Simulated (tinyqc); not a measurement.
Worked calculation: anisotropic elasticity and sound waves of a cubic crystal. Computed by tinyqc, a small Python program that keeps every step. Command: `OMP_NUM_THREADS=1 python tinyqc.py 3031196 3031197 out.jsonl cubicelastic walk`. One thread of a shared host (Intel(R) Xeon(R) Processor @ 2.30GHz), about 0.01 s of CPU time with the checks. Intermediate numbers are printed to about 5 digits and carried at full precision; extremes and crossings named in words are read from the listed rows.

Voigt order 1..6 = xx, yy, zz, yz, xz, xy, with engineering shear strains. The rotated frame has x' as named, z' along the wafer normal and y' = z' x x'.

Inputs (values chosen for the exercise, modelled on copper): C11 = 168.3 GPa; C12 = 123.5 GPa; C44 = 76.15 GPa; density rho = 8.941 g/cm^3; expansion coefficient of the film = 17 ppm/K; expansion coefficient of the substrate = 4.2 ppm/K; cooling Delta T = 100 K.

Frame: (111) wafer, x' along [1-10].

wave normal (not normalised): [4, 4.5, 3.2]

## Compliances and anisotropy

S11 = (C11 + C12)/D, S12 = -C12/D, D = (C11 - C12)(C11 + 2 C12), S44 = 1/C44. Zener ratio A = 2 C44/(C11 - C12); S0 = S11 - S12 - S44/2; H = 2 C44 + C12 - C11.

S11 = 15.684 1/TPa

S12 = -6.6378 1/TPa

S44 = 13.132 1/TPa

Zener ratio A = 3.3996

S0 = 15.755 1/TPa

H = 107.5 GPa

## Stiffness in the rotated frame

direction cosines a (rows x', y', z' in the cube axes), rows x', y', z', columns x, y, z:
$$\begin{pmatrix}
0.70711 & -0.70711 & 0.00000 \\
0.40825 & 0.40825 & -0.81650 \\
0.57735 & 0.57735 & 0.57735
\end{pmatrix}$$

C'_ijkl = C12 delta_ij delta_kl + C44 (delta_ik delta_jl + delta_il delta_jk) - H sum_m a_im a_jm a_km a_lm.

C' (GPa), rows 1, 2, 3, 4, 5, 6:
$$\begin{pmatrix}
222.05 & 105.58 & 87.67 & -25.34 & 0.00 & 0.00 \\
105.58 & 222.05 & 87.67 & 25.34 & 0.00 & 0.00 \\
87.67 & 87.67 & 239.97 & 0.00 & 0.00 & 0.00 \\
-25.34 & 25.34 & 0.00 & 40.32 & 0.00 & 0.00 \\
0.00 & 0.00 & 0.00 & 0.00 & 40.32 & -25.34 \\
0.00 & 0.00 & 0.00 & 0.00 & -25.34 & 58.23
\end{pmatrix}$$

Normal stress couples to shear strain in this frame.

## Moduli along the axes of the frame

Invert C' to S'. E along x' = 1/S'11, along y' = 1/S'22; Poisson ratios nu(x'y') = -S'12/S'11 and nu(x'z') = -S'13/S'11; in-plane shear modulus 1/S'66.

E along x' = 128.11 GPa

E along y' = 128.11 GPa

nu(x'y') = 0.51396

nu(x'z') = 0.17756

in-plane shear modulus = 42.309 GPa

The plane is isotropic in E.

## Thermal stress in a film with this orientation

On cooling, a thick substrate imposes eps_1 = eps_2 = (alpha_film - alpha_substrate) Delta T and eps_6 = 0; the free surface sets sigma_3 = sigma_4 = sigma_5 = 0, which fixes eps_3, eps_4, eps_5. Biaxial modulus M = (sigma_1 + sigma_2)/(2 eps); energy density M eps^2. Elastic response and constant coefficients are assumed.

in-plane strain = 1.28 per mille

elastic strain along the normal = -0.93524 per mille

stress along x' = 337.38 MPa

stress along y' = 337.38 MPa

biaxial modulus M = 263.58 GPa

energy density = 0.43185 MJ/m^3

The film ends in tension. Caution: the thermal stress of this film exceeds 200 MPa, which can relax by slip, cracking or buckling in a real film.

## Sound waves along the wave normal

In the cube axes, with unit normal n: G_ij = (C12 + C44) n_i n_j + (C44 - H n_i^2) delta_ij, eigenvalues rho v^2, eigenvectors u (columns, largest component positive). Group velocity V_i = [(C12 + C44)(u.n) u_i + C44 n_i - H u_i^2 n_i]/(rho v); its angle to n has cosine v/|V|.

Christoffel matrix (GPa), rows x, y, z:
$$\begin{pmatrix}
107.86 & 77.30 & 54.97 \\
77.30 & 116.29 & 61.84 \\
54.97 & 61.84 & 96.45
\end{pmatrix}$$

phase velocities (m/s): [1958.2, 2327.9, 5157.9]

polarisations, rows x, y, z, columns slow, fast, longitudinal:
$$\begin{pmatrix}
-0.66446 & -0.46021 & 0.58880 \\
0.73365 & -0.25171 & 0.63119 \\
-0.14228 & 0.85138 & 0.50488
\end{pmatrix}$$

group speeds (m/s): [2273.5, 2849.5, 5168.2]

angles between V and n (degree): [30.536, 35.221, 3.616]

Energy flows off the wave normal by up to 35.2 degrees, for the fast transverse wave.

## Polycrystal bounds against single-crystal directions

B = (C11 + 2 C12)/3; Voigt G = (C11 - C12 + 3 C44)/5; Reuss G = 5/(4 (S11 - S12) + 3 S44); Hill is their mean; E = 9BG/(3B + G), nu = (3B - 2G)/(6B + 2G). Along <hkl>, with g = 0, 1/4, 1/3: 1/E = S11 - 2 S0 g; for a film with that normal C33 = C11 + 2 H g and M = [6B - (3B - C33) - (3B - C33)^2/C33]/2.

bulk modulus B = 138.43 GPa

Averages:
```
average  G (GPa)  E (GPa)       nu
Voigt     54.650   144.88  0.32557
Reuss     38.856   106.59  0.37167
Hill      46.753   126.07  0.34822
```

Directions:
```
direction  E (GPa)  biaxial modulus M (GPa)
<100>        63.76                   110.55
<110>       128.11                   234.58
<111>       193.05                   263.58
```

The bounds on G differ by 41 %, while E varies by a factor 3.03 with direction; with A above 1 the stiffest axis is <111>. Under a fixed mismatch strain, grains with a <100> normal store the least energy.

Checks made by the program: E along x' against 1/E = S11 - 2 S0 (l^2 m^2 + m^2 n^2 + n^2 l^2) (relative difference below 1e-10); closed form of M against the matrix solution (relative difference below 1e-10).
